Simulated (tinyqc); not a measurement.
Inside a calculation. Method: plane-wave Kohn-Sham cycle with exchange-only LDA in a layered model solid. Computed by tinyqc, a small Python program that keeps every step. Settings: points = 16, plane-wave index or count = 3, electrons = 2, k points = 3, area = 17.0, mixing = 0.3, iteration cap = 55. Command: `OMP_NUM_THREADS=1 python tinyqc.py 23864 23865 out.jsonl` (the two numbers bound the seeds that draw the settings). One thread of a shared host (Intel(R) Xeon(R) Processor @ 2.60GHz), about 0.02 s of CPU time with the checks. Later iterations appear only in the table of the cycle.

## Iteration 1: potential

A solid whose potential varies along x alone (atomic units):
```
parameter                      value
period a                    5.100000
cross-section of the cell  17.000000
electrons per cell                 2
grid points                       16
plane waves -n..n, n               3
k points                           3
V1 in V1 cos(2 pi x/a)     -0.600000
V2 in V2 cos(4 pi x/a)      0.080000
```

density at the start, on the grid x_j = j a/N (e/bohr^3): 0.02306805  0.02306805  0.02306805  0.02306805  0.02306805  0.02306805  0.02306805  0.02306805  0.02306805  0.02306805  0.02306805  0.02306805  0.02306805  0.02306805  0.02306805  0.02306805

V_H(G) = 4 pi rho(G)/G^2 for G != 0 (uniform background); v_x = -(3 rho/pi)^(1/3); V = V_ext + V_H + v_x; Fourier components f(G_m) = (1/N) sum_j f(x_j) exp(-i G_m x_j).

Potentials on the grid (hartree):
```
x             V_ext       V_H        v_x          V
0.000000  -0.520000  0.000000  -0.280324  -0.800324
0.318750  -0.497759  0.000000  -0.280324  -0.778083
0.637500  -0.424264  0.000000  -0.280324  -0.704588
0.956250  -0.286179  0.000000  -0.280324  -0.566503
1.275000  -0.080000  0.000000  -0.280324  -0.360324
1.593750   0.173042  0.000000  -0.280324  -0.107283
1.912500   0.424264  0.000000  -0.280324   0.143940
2.231250   0.610896  0.000000  -0.280324   0.330572
2.550000   0.680000  0.000000  -0.280324   0.399676
2.868750   0.610896  0.000000  -0.280324   0.330572
3.187500   0.424264  0.000000  -0.280324   0.143940
3.506250   0.173042  0.000000  -0.280324  -0.107283
3.825000  -0.080000  0.000000  -0.280324  -0.360324
4.143750  -0.286179  0.000000  -0.280324  -0.566503
4.462500  -0.424264  0.000000  -0.280324  -0.704588
4.781250  -0.497759  0.000000  -0.280324  -0.778083
```

V(G_m), m = 0, 1, 2, ... (hartree): -0.280324  -0.300000  0.040000  0.000000  0.000000  0.000000  0.000000

## Iteration 1: Hamiltonian at one k

k = 0.000000 2 pi / a

H(m,m') = (k + G_m)^2/2 delta + V(G_m - G_m'), with V(-G) = V(G).

H (hartree), lower triangle:
```
           -3         -2         -1         +0         +1         +2        +3
-3   6.549852
-2  -0.300000   2.755309
-1   0.040000  -0.300000   0.478584
+0   0.000000   0.040000  -0.300000  -0.280324
+1   0.000000   0.000000   0.040000  -0.300000   0.478584
+2   0.000000   0.000000   0.000000   0.040000  -0.300000   2.755309
+3   0.000000   0.000000   0.000000   0.000000   0.040000  -0.300000  6.549852
```

## Iteration 1: levels at that k

Diagonalise the Hermitian matrix.

eigenvalues (hartree): -0.465033  0.400366  0.659598  2.769299  2.774756  6.574081  6.574101

## Iteration 1: new density

Motion across x is left out: the lowest 1 band(s) hold two electrons at each of the k points (j + 1/2)/nk - 1/2. Residual R = rho(out) - rho(in); rho(new) = rho(in) + 0.3 R. rho(out) = 2/(a A nk) sum |psi|^2 with psi = sum c exp(i G x). Harris energy E = band energy - dV sum rho (V_H/2 + v_x) + (3/4) dV sum rho v_x with rho(in), dV = a A/N, band energy = (2/nk) sum of the filled levels.

rho(out) (e/bohr^3): 0.05548627  0.05162003  0.04153672  0.02889667  0.01745896  0.00932694  0.00462749  0.00242857  0.00181181  0.00242857  0.00462749  0.00932694  0.01745896  0.02889667  0.04153672  0.05162003

density after iteration 1 (e/bohr^3): 0.03279352  0.03163364  0.02860865  0.02481664  0.02138532  0.01894572  0.01753588  0.01687621  0.01669118  0.01687621  0.01753588  0.01894572  0.02138532  0.02481664  0.02860865  0.03163364

energy per cell = -0.75341771 hartree

## Iteration 2: potential

As before.

Potentials on the grid (hartree):
```
x             V_ext        V_H        v_x          V
0.000000  -0.520000   0.069315  -0.315200  -0.765886
0.318750  -0.497759   0.063232  -0.311439  -0.745966
0.637500  -0.424264   0.046415  -0.301178  -0.679026
0.956250  -0.286179   0.022606  -0.287235  -0.550808
1.275000  -0.080000  -0.003476  -0.273335  -0.356812
1.593750   0.173042  -0.027520  -0.262519  -0.116997
1.912500   0.424264  -0.046411  -0.255839   0.122014
2.231250   0.610896  -0.058319  -0.252590   0.299988
2.550000   0.680000  -0.062371  -0.251663   0.365966
2.868750   0.610896  -0.058319  -0.252590   0.299988
3.187500   0.424264  -0.046411  -0.255839   0.122014
3.506250   0.173042  -0.027520  -0.262519  -0.116997
3.825000  -0.080000  -0.003476  -0.273335  -0.356812
4.143750  -0.286179   0.022606  -0.287235  -0.550808
4.462500  -0.424264   0.046415  -0.301178  -0.679026
4.781250  -0.497759   0.063232  -0.311439  -0.745966
```

V(G_m), m = 0, 1, 2, ... (hartree): -0.278446  -0.283087  0.039213  0.000127  0.000030  -0.000003  0.000000

## Iteration 2: Hamiltonian at one k

k = 0.000000 2 pi / a

As before.

H (hartree), lower triangle:
```
           -3         -2         -1         +0         +1         +2        +3
-3   6.551730
-2  -0.283087   2.757188
-1   0.039213  -0.283087   0.480463
+0   0.000127   0.039213  -0.283087  -0.278446
+1   0.000030   0.000127   0.039213  -0.283087   0.480463
+2  -0.000003   0.000030   0.000127   0.039213  -0.283087   2.757188
+3   0.000000  -0.000003   0.000030   0.000127   0.039213  -0.283087  6.551730
```

## Iteration 2: levels at that k

As before.

eigenvalues (hartree): -0.445713  0.407114  0.648070  2.769701  2.774480  6.573323  6.573341

## Iteration 2: new density

As before.

rho(out) (e/bohr^3): 0.05444088  0.05078679  0.04119803  0.02903796  0.01785792  0.00975556  0.00497421  0.00269189  0.00204321  0.00269189  0.00497421  0.00975556  0.01785792  0.02903796  0.04119803  0.05078679

density after iteration 2 (e/bohr^3): 0.03928773  0.03737959  0.03238546  0.02608303  0.02032710  0.01618867  0.01376738  0.01262091  0.01229679  0.01262091  0.01376738  0.01618867  0.02032710  0.02608303  0.03238546  0.03737959

energy per cell = -0.72116192 hartree

## Convergence

Stop when sqrt(dV sum R^2) is below 1e-8, dV = a A/N.

Course of the cycle:
```
iteration  E (hartree)  norm of the residual
1          -0.75341771              1.78e-01
2          -0.72116192              1.21e-01
3          -0.70654978              8.13e-02
4          -0.70031300              5.48e-02
5          -0.69774485              3.69e-02
6          -0.69671696              2.50e-02
7          -0.69631618              1.69e-02
8          -0.69616407              1.15e-02
9          -0.69610808              7.82e-03
10         -0.69608829              5.34e-03
11         -0.69608171              3.65e-03
...                ...                   ...
37         -0.69607968              3.05e-07
38         -0.69607968              2.15e-07
39         -0.69607968              1.53e-07
40         -0.69607968              1.08e-07
41         -0.69607968              7.66e-08
42         -0.69607968              5.43e-08
43         -0.69607968              3.85e-08
44         -0.69607968              2.74e-08
45         -0.69607968              1.94e-08
46         -0.69607968              1.38e-08
47         -0.69607968              9.80e-09
```

Converged in 47 iterations. Before convergence this energy mixes input and output and is not variational, so it may rise towards its limit.
